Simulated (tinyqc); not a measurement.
# Access strength from the read disturbance

Question. Transistor (EKV form, voltages against the body): I = 2 n b Vt^2 [F(vp - Vs) - F(vp - Vd)] from drain to source, F(v) = ln^2(1 + exp(v/(2 Vt))), vp = (Vg - VT + sg |Vd - Vs|)/n. n-channel bodies are at 0; for the p-channel device all voltages are counted down from Vdd. b in uA/V^2 gives I in uA. In an SRAM read the low node Q obeys In(gate QB, drain Q) = Ip(gate QB, drain Q) + Ia, where the access transistor (threshold VTn) has its gate and drain at Vdd and its source at Q. Find Ia, ba and the cell ratio bn/ba.

Values chosen for this exercise: temperature T = 300 K; supply voltage Vdd = 0.75 V; slope factor n = 1.44; drain-induced barrier lowering sg = 0.079; n-channel threshold VTn = 0.26 V; p-channel threshold (magnitude) VTp = 0.38 V; gain factor of the pull-down transistor bn = 180 uA/V^2; gain factor of the pull-up transistor bp = 81 uA/V^2.

Constants: q = 1.602176634e-19 C, kB = 1.380649e-23 J/K, Vt = kB T/q. Results are converted to the units shown.

Q and QB in the read (V): 0.091072770  0.74933537

Solution. The node equation gives Ia, which is proportional to ba.

Ia = 7.046 uA
ba = 120.0 uA/V^2
cell ratio = 1.500

Computed by the program tinyqc: `OMP_NUM_THREADS=1 python tinyqc.py 2340010 2340011 out.jsonl`, one thread of a shared Intel Xeon 2.30GHz, about 0.1 s for the whole run.
